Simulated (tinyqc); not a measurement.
Propagation of a band-gap error through k.p and effective-mass formulas: sweeps and comparisons. A value that a table varies takes the place of the one given here.

Chain, for a gap E (the reference Eg or another value), with Ep and Dso kept: 1/me = 1 + Ep (E + 2 Dso/3)/(E (E + Dso)); g* = 2 - 2 Ep Dso/(3 E (E + Dso)); g1(E) = g1 + (Ep/3)(1/E - 1/Eg), g2(E) = g2 + (Ep/6)(1/E - 1/Eg), light hole 1/(g1 + 2 g2), heavy hole 1/(g1 - 2 g2) along [100]; optical constant ei(E) = 1 + (ei - 1)(EP/(EP + E - Eg))^2, static e0(E) = ei(E) + e0 - ei.

Donor: R = Ry me/e0^2, a_B = a0 e0/me, Mott density (0.26/a_B)^3. Nc, Nv = 2 (m kT/(4 pi c))^(3/2), c = hbar^2/2m0, ni = sqrt(Nc Nv) exp(-E/2kT). Exciton: Ry mu/e0^2 with 1/mu = 1/me + g1(E). 1 angstrom^-3 = 1e24 cm^-3.

Constants: Ry = 13.60569312 eV; a0 (Bohr radius) = 0.5291772105 angstrom; kB = 8.617333262e-05 eV/K; hbar^2/2m0 = 3.80998211 eV angstrom^2.

Parameters, chosen for this exercise (reference values near those of InAs, gap at low temperature; shifted at random, so the results belong to these values and not to a real crystal):
- Eg = 0.423 eV (gap at Gamma to the s-like level)
- Dso = 0.39 eV (spin-orbit splitting)
- Ep = 21.1 eV (Kane energy)
- g1 = 19.99 (Luttinger gamma1)
- g2 = 8.53 (gamma2)
- e0 = 15.26 (static dielectric constant)
- ei = 12.19 (optical dielectric constant)
- EP = 4.56 eV (mean (Penn) gap)
- mh = 0.39 m0 (density-of-states mass of the holes)
- T = 300 K (temperature)
- Eg2 = 0.381 eV (a wrong gap, of the size a hybrid functional can give)

## The size of the error

E = f Eg; ratios against f = 1.

Results:

| f | E (eV) | me ratio | light-hole ratio | e0 ratio | donor ratio | Mott ratio | g* | log10 ni ratio |
|---|---|---|---|---|---|---|---|---|
| 0.25 | 0.106 | 0.290 | 0.271 | 1.114 | 0.233 | 0.0176 | -102.644 | 2.26 |
| 0.40 | 0.169 | 0.444 | 0.426 | 1.089 | 0.374 | 0.0676 | -55.981 | 1.87 |
| 0.60 | 0.254 | 0.637 | 0.626 | 1.058 | 0.570 | 0.219 | -31.575 | 1.27 |
| 0.80 | 0.338 | 0.822 | 0.817 | 1.028 | 0.777 | 0.510 | -20.256 | 0.65 |
| 1.00 | 0.423 | 1.000 | 1.000 | 1.000 | 1.000 | 1.00 | -13.952 | 0.00 |
| 1.20 | 0.508 | 1.174 | 1.176 | 0.974 | 1.239 | 1.75 | -10.041 | -0.66 |
| 1.50 | 0.634 | 1.429 | 1.427 | 0.936 | 1.629 | 3.55 | -6.439 | -1.66 |
| 2.00 | 0.846 | 1.840 | 1.814 | 0.881 | 2.372 | 9.12 | -3.246 | -3.35 |

Between f = 0.8 and 1.2 the mean powers d ln(ratio)/d ln f are 0.88 for me, 0.90 for the light hole, -0.13 for e0, 1.15 for the donor energy and 3.04 for the Mott density; ni moves by -0.77 decades per 0.1 eV, against -0.1 eV/(2 kT ln 10) = -0.84 from the exponential alone, the rest coming from Nc through me^(3/4). Rows with E below about 8 kT bring ni near Nc, beyond Boltzmann statistics. g* keeps its sign, from -102.64 to -3.25.

## What each input does

All at E = Eg2. Each row changes one parameter from the base and keeps the others.

Results:

| case | me (m0) | light hole (m0) | e0 | donor (meV) | exciton (meV) | log10 ni |
|---|---|---|---|---|---|---|
| base | 0.0213 | 0.0246 | 15.47 | 1.209 | 0.826 | 14.638 |
| Eg2 = 0.351 eV | 0.0198 | 0.0228 | 15.62 | 1.103 | 0.754 | 14.867 |
| Dso = 0.359 eV | 0.0211 | 0.0246 | 15.47 | 1.199 | 0.821 | 14.636 |
| Ep = 22.788 eV | 0.0197 | 0.0244 | 15.47 | 1.121 | 0.782 | 14.614 |
| g1 = 21.589 | 0.0213 | 0.0236 | 15.47 | 1.209 | 0.807 | 14.638 |
| EP = 4.925 eV | 0.0213 | 0.0246 | 15.45 | 1.211 | 0.827 | 14.638 |
| ei = 13.165 | 0.0213 | 0.0246 | 15.49 | 1.206 | 0.824 | 14.638 |
| mh = 0.359 m0 | 0.0213 | 0.0246 | 15.47 | 1.209 | 0.826 | 14.611 |
| T = 276 K | 0.0213 | 0.0246 | 15.47 | 1.209 | 0.826 | 14.306 |

The largest shifts from the base row, up to three for each result and ties (the steps differ in size, so this ranks the rows, not the parameters). me (m0): Ep -0.0015, Eg2 -0.0015, Dso -0.0002; unchanged at the printed digits by g1, EP, ei, mh and T. light hole (m0): Eg2 -0.0018, g1 -0.0009, Ep -0.0002; unchanged at the printed digits by Dso, EP, ei, mh and T. e0: Eg2 +0.15, ei +0.02, EP -0.02; unchanged at the printed digits by Dso, Ep, g1, mh and T. donor (meV): Eg2 -0.106, Ep -0.088, Dso -0.010; unchanged at the printed digits by g1, mh and T. exciton (meV): Eg2 -0.072, Ep -0.043, g1 -0.019; unchanged at the printed digits by mh and T. log10 ni: T -0.333, Eg2 +0.228, mh -0.027; unchanged at the printed digits by g1, EP and ei.

Computed by tinyqc, a small Python program: `OMP_NUM_THREADS=1 python tinyqc.py 1880067 1880068 out.jsonl` (the numbers bound the seed that draws the inputs); one thread of a shared host (Intel(R) Xeon(R) Processor @ 2.30GHz), about 0.01 s for the whole set of steps.
